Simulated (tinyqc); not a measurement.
# Ideality, resistance and saturation current from three points

Inverse problem. Well above I0 a diode obeys V = n Vt ln(I/I0) + Rs I. Find n, Rs and I0.

Values chosen for this exercise: temperature T = 200 K.

Constants: q = 1.602176634e-19 C, kB = 1.380649e-23 J/K, Vt = kB T/q. Results are converted to the units shown.

I (A): 5.6e-5  0.00072  0.0092
V (V): 0.91591525  0.97847767  1.1659702

Answer. The equation is linear in a = n Vt, Rs and c = -a ln I0; three points give a 3 x 3 system.

n = 1.180
Rs = 16.00 ohm
I0 = 1.614e-24 A

tinyqc, about 0.01 s, one thread, Intel Xeon 2.30GHz (shared host): `OMP_NUM_THREADS=1 python tinyqc.py 2640125 2640126 out.jsonl`
